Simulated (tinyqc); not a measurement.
Long-channel MOSFET, surface-potential model: two steps of the calculation.

n-channel transistor on a uniformly doped p-type body, gradual-channel approximation, constant mobility, Boltzmann statistics, full ionisation. Potentials are counted from the neutral body; V is the electron quasi-Fermi potential, Vsb at the source and Vsb + Vds at the drain. Charges are magnitudes per area.

Values chosen for this exercise; material values close to those of silicon: temperature T = 293 K; band gap Eg = 1.14 eV; relative permittivity of the semiconductor eps_r = 11.8; conduction-band density of states at T Nc = 2.67e19 cm^-3; valence-band density of states at T Nv = 2.57e19 cm^-3; acceptor density of the body Na = 4.2e16 cm^-3; relative permittivity of the gate insulator eox = 7.59; insulator thickness tox = 7 nm; flat-band voltage Vfb = -0.97 V; channel mobility mu = 190 cm^2/(V s); gate width W = 2 um; gate length L = 10 um; source-body reverse bias Vsb = 2 V; gate-source voltage Vgs = 0.4 V; drain-source voltage Vds = 0.1 V.

Constants: q = 1.602176634e-19 C, kB = 1.380649e-23 J/K, Vt = kB T/q, eps0 = 8.8541878128e-14 F/cm where lengths are in cm. Results are converted to the units shown.

Task 1. Body potential, insulator capacitance and body factor. ni = sqrt(Nc Nv) exp(-Eg/(2 Vt)), Eg in volts; phiF = Vt ln(Na/ni); Cox = eps0 eox/tox; gamma = sqrt(2 q eps0 eps_r Na)/Cox. VT = Vfb + 2 phiF + gamma sqrt(2 phiF + Vsb), m = 1 + gamma/(2 sqrt(2 phiF + Vsb)).

Wanted: ni; phiF; Cox; gamma; VT; m.

Result 1.

ni = 4.1103e9 cm^-3
phiF = 0.40751 V
Cox = 0.96005 uF/cm^2
gamma = 0.12351 V^0.5
VT = 0.052247 V
m = 1.0368

Task 2. Charges and current of the charge-sheet model. psi_0 and psi_L solve Vgs + Vsb - Vfb - psi = gamma sqrt(G) at V = Vsb and Vsb + Vds. Qi = Cox gamma [sqrt(G) - sqrt(psi - Vt)], G = psi - Vt + Vt exp((psi - 2 phiF - V)/Vt), at both ends. With U = Vgs + Vsb - Vfb: drift = mu (W/L) Cox [U (psi_L - psi_0) - (psi_L^2 - psi_0^2)/2 - (2/3) gamma ((psi_L - Vt)^1.5 - (psi_0 - Vt)^1.5)]; diffusion = mu (W/L) Vt (Qi0 - QiL).

psi_0 = 2.9605733 V
psi_L = 3.0428839 V
phiF = 0.40750732 V
Cox = 0.96004694 uF/cm^2
gamma = 0.12351444 V^0.5

Find: Qi0; QiL; drift current; diffusion current; drain current.

Result 2.

Qi0 = 189.9 nC/cm^2
QiL = 108.1 nC/cm^2
drift current = 0.4660 uA
diffusion current = 0.07853 uA
drain current = 0.5445 uA

Drift carries 85.6 % of the current.

tinyqc, about 0.03 s, one thread, Intel Xeon 2.30GHz (shared host): `OMP_NUM_THREADS=1 python tinyqc.py 2360068 2360069 out.jsonl`
